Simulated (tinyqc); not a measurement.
Worked calculation: deformation potentials from a strained empirical pseudopotential. Values are carried at full precision from step to step, so a last printed digit may differ when a step is redone from the rounded ones.

Diamond lattice, no spin-orbit coupling. Atomic form factor V(q) = a1 (q^2 - a2)/(a3 exp(a4 q^2) - 1) in rydberg with q in 1/bohr, for the unstrained cell. Under a strain e the reciprocal vectors and k go over into (1 + e)^(-1) G, the atoms sit at +/- tau with tau = (1 + e) a (1,1,1)/8 - zeta a (eyz, ezx, exy)/4, and H(G,G') = c |k + G|^2 delta + (V(q)/det(1 + e)) cos(q.tau), q = G - G', with the term q = 0 left out; c = hbar^2/2m0. The basis is fixed before straining: all G with |k + G|^2 up to 16 (2 pi/a)^2. k is given in units of 2 pi/a of the unstrained cell.

Constants: a0 (Bohr radius) = 0.5291772105 angstrom; hbar^2/2m0 = 3.80998211 eV angstrom^2; Ry = 13.60569312 eV.

Values chosen for the exercise (near those of Si; not measured data): a = 5.424 angstrom (lattice constant); A = (0.537, 2.196, 2.066, 0.491) (a1 (Ry bohr^2), a2 (1/bohr^2), a3, a4 (bohr^2)); h = 0.005 (size of the test strain); kD = 0.82 2 pi/a (position of the Delta minimum); zeta = 0.62 (internal-strain parameter).

## Form factors, unstrained and under a volume change

q^2 = n (2 pi/a)^2 a0^2 for the shells n = 3, 8, 11; for e = h 1, q^2 is divided by (1 + h)^2 and V by (1 + h)^3. Last column: the change divided by the relative change of volume, (1 + h)^3 - 1.

Form factors:
```
n   q^2 (1/bohr^2)    V (Ry)  V expanded (Ry)  dV/(dVol/Vol) (Ry)
3          1.12731  -0.22128         -0.22196             -0.0452
8          3.00616   0.05411          0.05220             -0.1269
11         4.13348   0.07066          0.06962             -0.0690
```

## Gaps under a volume change

e = -h 1, 0, +h 1; gaps from the valence top to the s-like level at Gamma (level 8), and to level 5 at (kD,0,0) and (1/2,1/2,1/2).

Gaps (eV):
```
gap             e = -h    e = 0   e = +h
Gamma, s-like  4.14062  4.01086  3.88131
Delta          0.96552  1.00751  1.04718
L              1.94940  1.92201  1.89373
```

## Hydrostatic deformation potentials

a = [E(+h) - E(-h)]/(3 ln((1 + h)/(1 - h))).

a of the gaps to Gamma, Delta, L (eV): [-8.64, 2.72, -1.86]

Compression opens the Gamma gap, opens the L gap and closes the Delta gap. Only differences are defined here: the absolute shifts depend on the mean potential, which this model leaves out.

## Tetragonal strain

e = diag(-h/2, -h/2, h). Level 5 at (kD,0,0) and (0,0,kD), and levels 2 to 4 at Gamma, all from the mean of the three valence levels.

Delta x, Delta z (eV): [0.98740, 1.04760]

valence levels (eV): [-0.04938, 0.02469, 0.02469]

## Xu of the Delta valleys and b

For e = diag(-h/2, -h/2, h): E(Delta z) - E(Delta x) = Xu (ezz - exx), and without spin-orbit coupling E(Z) - E(X, Y) = 3 b (ezz - exx); Z is the single level, X and Y the pair.

Xu = 8.03 eV
b = -3.29 eV

Stretching along z raises the valleys on the z axis and lowers the Z valence state. One-sided differences carry an error of order h. A local potential fitted to band energies alone fixes these slopes only roughly; b tends to come out too large and Xu of L too small.

## Trigonal strain

exy = eyz = ezx = h, with the internal displacement. Level 5 at (1/2,1/2,1/2) and (1/2,-1/2,-1/2), and levels 2 to 4 at Gamma, from the mean of the three valence levels.

L [111], L [1-1-1] (eV): [2.04319, 1.88092]

valence levels (eV): [-0.09023, 0.04512, 0.04512]

## Xu of the L valleys and d

For the tensor strain exy = eyz = ezx = h: E(L [111]) - E(L [1-1-1]) = (8/3) Xu h, and E(single valence level) - E(pair) = 3 sqrt(3) d h. Find Xu and d.

Xu (L) = 12.17 eV
d = -5.21 eV

## Checks

- Level 5 at (kD,0,0) and (0,kD,0) under the tetragonal strain (eV): both 11.3227.

tinyqc: `OMP_NUM_THREADS=1 python tinyqc.py 1881067 1881068 out.jsonl`; about 0.2 s, one thread, shared Intel(R) Xeon(R) Processor @ 2.30GHz.
